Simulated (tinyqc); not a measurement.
From results back to parameters: carbon nanotube by zone folding. Five cases, with inputs chosen for the exercise.

Problem. d = sqrt3 acc sqrt(n^2 + nm + m^2)/pi and tan(theta) = sqrt3 m/(2n + m). Diameter and chiral angle below belong to a hidden tube.

Find: n, m; type in zone folding.

Method. With L = pi d/a, a = sqrt3 acc, the components of C are n + m/2 = L cos(theta) and sqrt3 m/2 = L sin(theta). The tube is metallic where n - m is a multiple of three.

Case 1.

Values chosen (out of a larger set: near those used for carbon; not measured data): acc = 1.42 angstrom (bond length).

d = 6.408 angstrom
theta = 12.22 degrees

Solution.

n, m: 7  2

type in zone folding: semiconducting

Case 2.

Values chosen (out of a larger set: near those used for carbon; not measured data): acc = 1.44 angstrom (bond length).

d = 8.841 angstrom
theta = 8.95 degrees

Solution.

n, m: 10  2

type in zone folding: semiconducting

Case 3.

Values chosen (out of a larger set: near those used for carbon; not measured data): acc = 1.44 angstrom (bond length).

d = 13.069 angstrom
theta = 28.26 degrees

Solution.

n, m: 10  9

type in zone folding: semiconducting

Case 4.

Values chosen (out of a larger set: near those used for carbon; not measured data): acc = 1.42 angstrom (bond length).

d = 10.848 angstrom
theta = 30.00 degrees

Solution.

n, m: 8  8

type in zone folding: metallic

Case 5.

Values chosen (out of a larger set: near those used for carbon; not measured data): acc = 1.44 angstrom (bond length).

d = 10.502 angstrom
theta = 19.11 degrees

Solution.

n, m: 10  5

type in zone folding: semiconducting

Computed by tinyqc, one run a case: `OMP_NUM_THREADS=1 python tinyqc.py N N+1 out.jsonl` with N = 1452307, 1452315, 1452367, 1452391, 1452487; one thread of a shared Intel(R) Xeon(R) Processor @ 2.30GHz, about 0.06 s a run at most.
